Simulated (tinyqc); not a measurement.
Molecular dynamics of a small cluster by velocity Verlet steps: one step, computed by the program tinyqc.

E = sum_(i<j) phi(r_ij), phi(r) = eps [exp(-2 alpha (r - r0)) - 2 exp(-alpha (r - r0))]; the force on i is -sum_j phi'(r_ij) (R_i - R_j)/r_ij.

Task: State at the start. Velocity Verlet: a = c F/M with c = 9.648533212e-3 angstrom/fs^2 per eV/(angstrom u); R(new) = R + v dt + a dt^2/2; v(new) = v + (a + a(new)) dt/2. Kinetic energy K = M v^2/(2c); temperature T = 2K/((3N - 3) k_B), rotation of the cluster included.

Inputs (values chosen for the exercise, for model atoms):
```
quantity         value        unit
length r0         2.37    angstrom
well depth eps    0.33          eV
stiffness alpha   2.23  1/angstrom
atomic mass M     23.3           u
time step dt       2.3          fs
```

Potential: Morse. Thermostat: none.

starting positions (angstrom):
```
            x      y      z
atom 1  -0.01   0.02   0.03
atom 2   2.36  -0.08  -0.04
atom 3   1.16   2.05  -0.03
atom 4   1.18   0.67   1.93
atom 5   1.17   0.61  -1.97
```

starting velocities (angstrom/fs):
```
               x         y         z
atom 1   0.00607   -0.0013  -0.00379
atom 2  -0.00181   0.00811   0.00024
atom 3   0.00177  -0.00799  -0.00118
atom 4  -0.00772     7e-05   0.00055
atom 5   0.00169   0.00111   0.00418
```

Constants: 1 eV/(angstrom u) = 9.648533212e-03 angstrom/fs^2; k_B = 8.617333262e-05 eV/K.

Give: forces; potential energy; kinetic energy; temperature.

Result:

forces (eV/angstrom):
```
              x        y        z
atom 1  -0.0657  -0.0994  -0.1708
atom 2  -0.1671   0.2072   0.1061
atom 3   0.1420  -0.2095  -0.0407
atom 4   0.1296   0.0430  -0.1108
atom 5  -0.0388   0.0587   0.2162
```

potential energy = -2.972 eV

kinetic energy = 0.3282 eV

temperature = 634.8 K
